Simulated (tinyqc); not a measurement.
# Worked calculation: MOS inversion layer, Poisson-Schroedinger loop

Numbers from tinyqc (`OMP_NUM_THREADS=1 python tinyqc.py 2160121 2160122 out.jsonl`; about 1 s on one thread of a shared Intel Xeon 2.30GHz). Printed values are rounded.

Electrons confined at an insulator interface at z = 0, treated as a hard wall; parabolic valleys, Hartree approximation, no image or exchange terms. The depletion charge lies far deeper than the electrons and gives a uniform field q Nd/(eps0 eps_r); the gate balances all charge. Energies are counted from the band edge at the interface.

Values chosen for this exercise; masses and permittivity close to those of germanium (111):
```
symbol   value   unit                                     meaning
T           77      K                                 temperature
eps_r     15.9                              relative permittivity
mz1       1.62     m0  mass along z of valley set A (1 valley(s))
md1     0.0813     m0    in-plane density-of-states mass of set A
mz2     0.0909     m0  mass along z of valley set B (3 valley(s))
md2      0.334     m0    in-plane density-of-states mass of set B
Ns        4e12  cm^-2                  sheet density of electrons
Nd      1.8e11  cm^-2           sheet density of depletion charge
dE           0     eV               extra shift of set B (strain)
hz         1.4     nm                                   mesh step
a          0.5                                      mixing factor
```

Constants: q = 1.602176634e-19 C, kB = 1.380649e-23 J/K, hbar = 1.054571817e-34 J s, m0 = 9.1093837015e-31 kg, Vt = kB T/q, eps0 = 8.8541878128e-14 F/cm where lengths are in cm, hbar^2/(2 m0) = 0.0380998212 eV nm^2. Results are converted to the units shown.

## Fixed part of the potential

| node | z (nm) |
|---|---|
| 1 | 1.4 |
| 2 | 2.8 |
| 3 | 4.2 |
| 4 | 5.6 |
| 5 | 7 |
| 6 | 8.4 |
| 7 | 9.8 |
| 8 | 11.2 |
| 9 | 12.6 |
| 10 | 14 |
| 11 | 15.4 |
| 12 | 16.8 |
| 13 | 18.2 |
| 14 | 19.6 |
| 15 | 21 |
| 16 | 22.4 |
| 17 | 23.8 |
| 18 | 25.2 |
| 19 | 26.6 |

V0 = q Nd z/(eps0 eps_r) in eV.

| node | fixed potential V0 (eV) |
|---|---|
| 1 | 0.0028679 |
| 2 | 0.0057358 |
| 3 | 0.0086037 |
| 4 | 0.0114716 |
| 5 | 0.0143395 |
| 6 | 0.0172074 |
| 7 | 0.0200753 |
| 8 | 0.0229433 |
| 9 | 0.0258112 |
| 10 | 0.0286791 |
| 11 | 0.0315470 |
| 12 | 0.0344149 |
| 13 | 0.0372828 |
| 14 | 0.0401507 |
| 15 | 0.0430186 |
| 16 | 0.0458865 |
| 17 | 0.0487544 |
| 18 | 0.0516223 |
| 19 | 0.0544902 |

## Round 1: levels and probability densities

| node | self-consistent potential U at the start (eV) |
|---|---|
| 1 | 0 |
| 2 | 0 |
| 3 | 0 |
| 4 | 0 |
| 5 | 0 |
| 6 | 0 |
| 7 | 0 |
| 8 | 0 |
| 9 | 0 |
| 10 | 0 |
| 11 | 0 |
| 12 | 0 |
| 13 | 0 |
| 14 | 0 |
| 15 | 0 |
| 16 | 0 |
| 17 | 0 |
| 18 | 0 |
| 19 | 0 |

Tridiagonal Hamiltonian with psi = 0 one step beyond both ends: H_ii = C (1/m_(i-1/2) + 1/m_(i+1/2))/hz^2 + V0_i + U_i (+ dE for the set B), H_(i,i+1) = -C/(m_(i+1/2) hz^2), C = hbar^2/(2 m0). The lowest 2 level(s) of each valley set are kept, normalised to hz sum |psi|^2 = 1. The mass is the same on all intervals.

levels (eV): A1 0.0106428, A2 0.0183659, B1 0.0281860, B2 0.0505644

| node | \|psi\|^2 of A1 (1/nm) | \|psi\|^2 of A2 (1/nm) | \|psi\|^2 of B1 (1/nm) | \|psi\|^2 of B2 (1/nm) |
|---|---|---|---|---|
| 1 | 0.144722 | 0.124536 | 0.0094270 | 0.0112610 |
| 2 | 0.264557 | 0.062499 | 0.0333759 | 0.0355575 |
| 3 | 0.191790 | 0.013466 | 0.0620554 | 0.0535863 |
| 4 | 0.082429 | 0.150291 | 0.0856828 | 0.0524342 |
| 5 | 0.024368 | 0.190588 | 0.0982474 | 0.0340857 |
| 6 | 0.005357 | 0.114898 | 0.0985188 | 0.0118781 |
| 7 | 0.000919 | 0.043532 | 0.0889207 | 0.0002673 |
| 8 | 0.000127 | 0.011674 | 0.0735520 | 0.0061808 |
| 9 | 0.000015 | 0.002368 | 0.0564369 | 0.0267098 |
| 10 | 0.000001 | 0.000379 | 0.0405161 | 0.0525909 |
| 11 | 0.000000 | 0.000049 | 0.0273809 | 0.0738499 |
| 12 | 0.000000 | 0.000005 | 0.0174922 | 0.0841073 |
| 13 | 0.000000 | 0.000000 | 0.0105878 | 0.0820080 |
| 14 | 0.000000 | 0.000000 | 0.0060704 | 0.0701945 |
| 15 | 0.000000 | 0.000000 | 0.0032819 | 0.0531821 |
| 16 | 0.000000 | 0.000000 | 0.0016513 | 0.0353986 |
| 17 | 0.000000 | 0.000000 | 0.0007479 | 0.0200399 |
| 18 | 0.000000 | 0.000000 | 0.0002786 | 0.0087949 |
| 19 | 0.000000 | 0.000000 | 0.0000618 | 0.0021589 |

## Round 1: Fermi level and occupations

Level k holds N_k = D_k Vt ln(1 + exp((EF - E_k)/Vt)) with D = md1 m0 q/(pi hbar^2) for the set A, D = 3 md2 m0 q/(pi hbar^2) for the set B per eV (spin included); EF is fixed by sum N_k = Ns.

EF = 0.0313542 eV
N_k (cm^-2): A1 7.13115e11, A2 4.70871e11, B1 2.66654e12, B2 1.49469e11

## Round 1: density, output potential and mixing

n_i = sum_k N_k |psi_k|^2 (converted to cm^-3). Hartree part by Gauss: on the interval before node i the electrons still beyond are S_i = Ns - hz sum_(j<i) n_j, and U_i = U_(i-1) + q S_i hz/(eps0 eps_r) in eV, U_0 = 0 at the interface. Mixing: U(new) = U + a (U(out) - U).

| node | n (1e18 cm^-3) | U(out) (eV) | U after round 1 (eV) |
|---|---|---|---|
| 1 | 1.88665 | 0.063731 | 0.031866 |
| 2 | 3.12402 | 0.123254 | 0.061627 |
| 3 | 3.16592 | 0.175809 | 0.087904 |
| 4 | 3.65863 | 0.221301 | 0.110651 |
| 5 | 3.74195 | 0.258633 | 0.129317 |
| 6 | 3.22402 | 0.287618 | 0.143809 |
| 7 | 2.58305 | 0.309411 | 0.154706 |
| 8 | 2.02641 | 0.325443 | 0.162722 |
| 9 | 1.55609 | 0.336955 | 0.168477 |
| 10 | 1.16078 | 0.344995 | 0.172498 |
| 11 | 0.84074 | 0.350447 | 0.175223 |
| 12 | 0.59218 | 0.354023 | 0.177011 |
| 13 | 0.40491 | 0.356278 | 0.178139 |
| 14 | 0.26679 | 0.357630 | 0.178815 |
| 15 | 0.16700 | 0.358387 | 0.179193 |
| 16 | 0.09694 | 0.358771 | 0.179385 |
| 17 | 0.04990 | 0.358939 | 0.179469 |
| 18 | 0.02057 | 0.358996 | 0.179498 |
| 19 | 0.00487 | 0.359007 | 0.179503 |

## Course of the self-consistent loop

Start from U = 0. Stop when the largest |U(out) - U| is below 1e-7 eV, or after 60 rounds. From round 2 on: Anderson mixing of depth m keeps the last m inputs V and residuals F = V(out) - V(in), fits c by least squares to F = dF c over their successive differences dF, dV, and sets V(new) = V + a F - (dV + a dF) c. Here m = 4.

Course of the iteration:

| round | level A1 (eV) | EF (eV) | largest \|U(out) - U\| (eV) |
|---|---|---|---|
| 1 | 0.0106428 | 0.0313542 | 0.359 |
| 2 | 0.0545656 | 0.124805 | 0.0762 |
| 3 | 0.0678197 | 0.130565 | 0.0225 |
| 4 | 0.0894819 | 0.144058 | 0.0617 |
| 5 | 0.0862380 | 0.147650 | 4.15e-3 |
| 6 | 0.0863801 | 0.147972 | 5.46e-3 |
| 7 | 0.0865758 | 0.147708 | 1.62e-3 |
| 8 | 0.0866665 | 0.147691 | 3.75e-4 |
| 9 | 0.0866530 | 0.147659 | 4.99e-5 |
| 10 | 0.0866197 | 0.147629 | 7.24e-6 |
| 11 | 0.0866200 | 0.147628 | 7.09e-7 |
| 12 | 0.0866194 | 0.147627 | 9.61e-8 |

Converged in 12 rounds.

## Converged levels, occupations and centroid

| node | converged U (eV) |
|---|---|
| 1 | 0.063731 |
| 2 | 0.095605 |
| 3 | 0.113016 |
| 4 | 0.123530 |
| 5 | 0.130473 |
| 6 | 0.134920 |
| 7 | 0.137641 |
| 8 | 0.139247 |
| 9 | 0.140171 |
| 10 | 0.140695 |
| 11 | 0.140990 |
| 12 | 0.141154 |
| 13 | 0.141244 |
| 14 | 0.141292 |
| 15 | 0.141317 |
| 16 | 0.141328 |
| 17 | 0.141333 |
| 18 | 0.141335 |
| 19 | 0.141335 |

Solve for the levels with V0 + U, find EF, n_i = sum_k N_k |psi_k|^2 (in cm^-3); share of each level N_k/Ns; centroid sum n z/sum n.

levels (eV): A1 0.086619, A2 0.122304, B1 0.152772, B2 0.184275
EF = 0.147627 eV
shares (%): A1 51.7987, A2 21.6233, B1 26.3013, B2 0.2767

| node | n (1e19 cm^-3) |
|---|---|
| 1 | 1.42820 |
| 2 | 0.64840 |
| 3 | 0.30915 |
| 4 | 0.16014 |
| 5 | 0.11185 |
| 6 | 0.07741 |
| 7 | 0.05000 |
| 8 | 0.03054 |
| 9 | 0.01795 |
| 10 | 0.01030 |
| 11 | 0.00584 |
| 12 | 0.00331 |
| 13 | 0.00187 |
| 14 | 0.00106 |
| 15 | 0.00058 |
| 16 | 0.00031 |
| 17 | 0.00015 |
| 18 | 0.00006 |
| 19 | 0.00001 |

centroid = 3.10474 nm

An 800-node mesh to 43 nm with 8 levels a set gives A1 = 0.07956 eV, EF = 0.1420 eV and a centroid of 3.020 nm; the levels kept above hold 94.4 % of the electrons there. The coarse centroid is 2.8 % above the fine one.

## Closed-form estimates

Triangular well: E_k = a_k (C F^2/mz)^(1/3), a_1 = 2.338107, a_2 = 4.087949, C = hbar^2/(2 m0), F in eV/nm. Fang-Howard (all electrons in the lowest level of set A): b^3 = 6 (mz1/C) q (Nd + 11 Ns/32)/(eps0 eps_r), centroid 3/b, level C b^2/(4 mz1) + (3/b) q (Nd + 11 Ns/16)/(eps0 eps_r). Use F = q (Nd + Ns)/(eps0 eps_r), the surface field, and F = q (Nd + Ns/2)/(eps0 eps_r).

A1 with the surface field = 0.0879483 eV
A1 with Nd + Ns/2 = 0.0569833 eV
A2 with Nd + Ns/2 = 0.0996297 eV
b = 1.65277 1/nm
Fang-Howard centroid = 1.81513 nm
Fang-Howard level = 0.0765868 eV

Against the self-consistent A1 = 0.07956 eV on a fine mesh, the surface-field estimate is 11 % above it, the half-charge one 28 % below it and Fang-Howard 3.7 % below it. A1 holds 53.0 % of the electrons, and the Fang-Howard centroid is 40 % below the full one.
